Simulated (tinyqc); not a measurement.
# A chain with a side-coupled site and dephasing by Buettiker voltage probes: coherent and dephased transmission against energy

Sites 1 to 2 form a chain with hopping -t, and site 3 hangs on site 2 by -ts. Lead L joins site 1 and lead R site 2, both semi-infinite chains with hopping -t and site energy 0. Every site carries a probe with self-energy -i Gamma_p/2 that draws no net current. Linear response at zero temperature: mu_L = 1, mu_R = 0 in units of the bias.

Sigma = t^2 g(E), g(x) = (x - i sqrt(4 t^2 - x^2))/(2 t^2) for |x| < 2 t and (x - sign(x) sqrt(x^2 - 4 t^2))/(2 t^2) otherwise; Gamma = -2 Im Sigma; G = (E - H - Sigma_L - Sigma_R + i Gamma_p/2)^(-1). With Gamma the broadening by one lead, T_RL = Gamma^2 |G_(2,1)|^2, T_pL = Gamma Gamma_p |G_(p,1)|^2, T_pR = Gamma Gamma_p |G_(p,2)|^2, T_pq = Gamma_p^2 |G_(p,q)|^2 for p != q. No current into probe p: W mu = T_pL with W_pp = T_pL + T_pR + sum_q T_pq and W_pq = -T_pq. Then T_eff = T_RL + sum_p T_pR mu_p, and the resistance is (h/2q^2)/T_eff. Without probes means Gamma_p = 0.

Values chosen for this exercise: hopping (matrix element -t) t = 1 eV; site energies 1 to N U = [0, 0, -0.47] eV; probe broadening Gamma_p gp = 0.36 eV; hopping from site 2 to the side site 3 ts = 0.68 eV.

Coherent and dephased transmission against energy:
```
E (eV)	T without probes	T_eff
-1.8	0.86278	0.65131
-1.5	0.89673	0.72229
-1.2	0.86451	0.71283
-0.9	0.73394	0.62560
-0.6	0.22343	0.42966
-0.3	0.34576	0.45548
0	0.80517	0.65778
0.3	0.91556	0.75441
0.6	0.95120	0.79148
0.9	0.96552	0.80256
1.2	0.97092	0.79732
1.5	0.96948	0.77256
1.8	0.94823	0.69341
```

What does the comparison show?

Without probes T lies between 0.223 and 0.971 in these rows, with them between 0.430 and 0.803. The probes lower it in 11 rows and raise it in 2; the largest relative gain is at E = -0.6 eV, where the coherent value is 0.223.

tinyqc, about 0.01 s, one thread, Intel Xeon 2.30GHz (shared host): `OMP_NUM_THREADS=1 python tinyqc.py 2700035 2700036 out.jsonl`
